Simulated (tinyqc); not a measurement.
# Changing the power per gate width P

Model: self-heating of a transistor with one or more fingers, with temperature-dependent conductivity. Computed by tinyqc, a small Python program. Command: `OMP_NUM_THREADS=1 python tinyqc.py 3015451 3015452 out.jsonl selfheat sweep`. One thread of a shared host (Intel(R) Xeon(R) Processor @ 2.30GHz), about 0.08 s of CPU time with the checks.

N long parallel fingers lie on the top face of a slab whose bottom is held at T_0; the top is otherwise insulated, and heat flows in two dimensions. P in W/mm is 1000 P in W/m.

Inputs (values chosen for the exercise, modelled on gallium oxide):

| quantity | value | unit |
|---|---|---|
| conductivity at the base temperature kappa_0 | 18.7 | W/(m K) |
| exponent m in kappa ~ T^-m | 1.25 | - |
| base temperature T_0 | 358 | K |
| fingers N | 4 | - |
| finger pitch s | 21 | micrometre |
| width of the heat source w | 0.12 | micrometre |
| substrate thickness t | 260 | micrometre |

Power: fixed power.

Method:
- A line source of power P on the top face raises the top at distance x by (P/(pi kappa_0)) g(x), g(x) = -ln tanh(pi x/(4 t)) (the image sum for the slab). On a strip of width w the centre sees the mean of g over the strip, g_0 = 1 + ln(8 t/(pi w)) for w much below t.
- theta_i = (P/(pi kappa_0)) [g_0 + sum over j != i of g(|i - j| s)], with equal powers and constant conductivity; thermal resistance = largest theta/P.
- Kirchhoff transformation for kappa = kappa_0 (T/T_0)^-m: T = T_0 [1 - (m - 1) theta/T_0]^(-1/(m - 1)), where theta is the linear rise.
- The bracket vanishes at the power P T_0/((m - 1) theta).

One run for each value:

| power per gate width P (W/mm) | true rise (K) | true rise / linear rise | largest theta (K) | peak temperature (K) |
|---|---|---|---|---|
| 0.035 | 10.4 | 1.018 | 10.2 | 368.4 |
| 0.052 | 15.6 | 1.027 | 15.2 | 373.6 |
| 0.077 | 23.5 | 1.041 | 22.5 | 381.5 |
| 0.120 | 37.4 | 1.064 | 35.1 | 395.4 |
| 0.170 | 54.4 | 1.093 | 49.8 | 412.4 |
| 0.260 | 87.4 | 1.148 | 76.1 | 445.4 |
| 0.380 | 136.8 | 1.229 | 111.3 | 494.8 |
| 0.560 | 224.3 | 1.368 | 164.0 | 582.3 |
| 0.840 | 402.8 | 1.638 | 246.0 | 760.8 |

What does the table show, and why?

Over the rows, true rise (K) rises from 10.4 to 403 (exponent d ln y / d ln x 1.0 between the first rows and 1.4 between the last); true rise / linear rise rises from 1.02 to 1.64 (exponent d ln y / d ln x 0.022 between the first rows and 0.44 between the last); largest theta (K) rises from 10.2 to 246 (exponent d ln y / d ln x about 1.00 throughout). At the low end the exponent of true rise is 1.02, close to 1: the linear regime. The hot zone conducts worse, so the rise outgrows the power: the ratio to the linear rise reaches 1.64 in the last row.

Caution (rows 0.840): above about 700 K a single power law for kappa and the device itself are out of range.

Extremes, crossings and ranges named in words are read from the listed rows.
